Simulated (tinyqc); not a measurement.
Worked calculation: deformation-potential model of the X valleys of a conduction band. Values are carried at full precision from step to step, so a last printed digit may differ when a step is redone from the rounded ones.

s11 = (C11 + C12)/((C11 - C12)(C11 + 2 C12)), s12 = -C12/((C11 - C12)(C11 + 2 C12)), s44 = 1/C44; exx = s11 sxx + s12 (syy + szz) and cyclic, exy = s44 sxy/2; tension is positive. A uniaxial stress X along the unit vector n is s_ij = X n_i n_j. Biaxial (001) means sxx = syy = X.

Constants: kB = 8.617333262e-05 eV/K; hbar^2/2m0 = 3.80998211 eV angstrom^2.

Parameters, chosen for this exercise (near those of GaP; the results hold for these values, not for the real material): C11 = 144.6 GPa; C12 = 63.7 GPa; C44 = 71.1 GPa; load = biaxial (001) (kind of stress); X = -0.65 GPa (stress); Xd = 1.44 eV (dilation potential); Xu = 6.27 eV (uniaxial potential); T = 150 K (temperature); ml = 1.96 m0 (longitudinal mass); mt = 0.257 m0 (transverse mass).

## Strain from a biaxial (001) stress

Form the compliances and the strain.

s11, s12, s44 (1/TPa): [9.4661, -2.8948, 14.0647]

strain tensor, rows x, y, z and columns alike:
```
[[-0.004271, 0.000000, 0.000000],
 [0.000000, -0.004271, 0.000000],
 [0.000000, 0.000000, 0.003763]]
```

## Valley shifts

Valleys with axes along x, y and z, one whole valley each. Herring-Vogt shift of a valley with unit axis a: dE = Xd tr(e) + Xu a.e.a. Non-degenerate shares n_i = exp(-dE_i/kT)/sum_j exp(-dE_j/kT). Inverse mass tensor of a valley: (1 - a a)/mt + a a/ml; the masses are taken as independent of strain.

Apply the Herring-Vogt formula to each valley.

Xd tr(e) = -6.88 meV

a.e.a: x -0.004271, y -0.004271, z 0.003763

shifts dE (meV): x -33.66, y -33.66, z 16.71

The lowest valleys are x and y, 50.4 meV below the highest; the mean shift over all valleys is (Xd + Xu/3) tr(e) = -16.87 meV.

## Shares of the electrons

Boltzmann factors of the shifts.

kT = 12.926 meV

shares: x 0.4950, y 0.4950, z 0.0100

effective number of valley axes, 1/(largest share) = 2.020

## Conductivity mass tensor

With one scattering time for all valleys the conductivity goes as M = sum_i n_i (inverse mass tensor of valley i); along the unit vector u, 1/m_c = u.M.u. Without stress 1/m_c = (1/ml + 2/mt)/3. Take u along [110].

M (1/m0), rows x, y, z and columns alike:
```
[[2.218, 0.000, 0.000],
 [0.000, 2.218, 0.000],
 [0.000, 0.000, 3.857]]
```

m_c along [110] = 0.4509 m0
m_c without stress = 0.3618 m0

The repopulation alone changes the mobility along [110] by -19.8 %; with all electrons in the valleys lightest or heaviest along this direction it would change by +41 or -20 %.

## Effective density of states

Each of the 3 whole valleys has m_d = (ml mt^2)^(1/3) and N = 2 (m_d kT/(4 pi c))^(3/2), c = hbar^2/2m0. Counted from the lowest edge, Nc = N x sum_i exp(-(dE_i - dE_min)/kT). 1 angstrom^-3 = 1e24 cm^-3.

m_d = 0.5059 m0
N of one valley = 3.192e+18 cm^-3
Nc under stress = 6.449e+18 cm^-3
Nc without stress = 9.577e+18 cm^-3

## Piezoresistance from repopulation

For small stress d(rho)/rho = pi X. For valleys on the cube axes pi11 = -(2/3) Xu (s11 - s12)/kT x (K - 1)/(2K + 1), pi12 = -pi11/2, pi44 = 0, K = ml/mt. For stress along [110]: pi_l = (pi11 + pi12 + pi44)/2 with the current along it and pi_t = (pi11 + pi12 - pi44)/2 with the current along [1-10]. 1/GPa = 100 x 1e-11/Pa.

K = 7.626

pi11, pi12, pi44 (1e-11/Pa): [-163.0, 81.5, 0.0]

pi_l, pi_t for [110] (1e-11/Pa): [-40.7, -40.7]

Only the transfer between valleys is counted; changes of mass and of intervalley scattering add to it in a real crystal.

## Checks

- Conductivity mass at zero stress against 3/(1/ml + 2/mt): both 0.3617812.
- Piezoresistance coefficients by finite differences against the closed form: largest difference 9.4e-08.

Run: tinyqc, `OMP_NUM_THREADS=1 python tinyqc.py 1050813 1050814 out.jsonl`; Intel(R) Xeon(R) Processor @ 2.30GHz, one thread, shared host; about 0.02 s of CPU time with all checks.
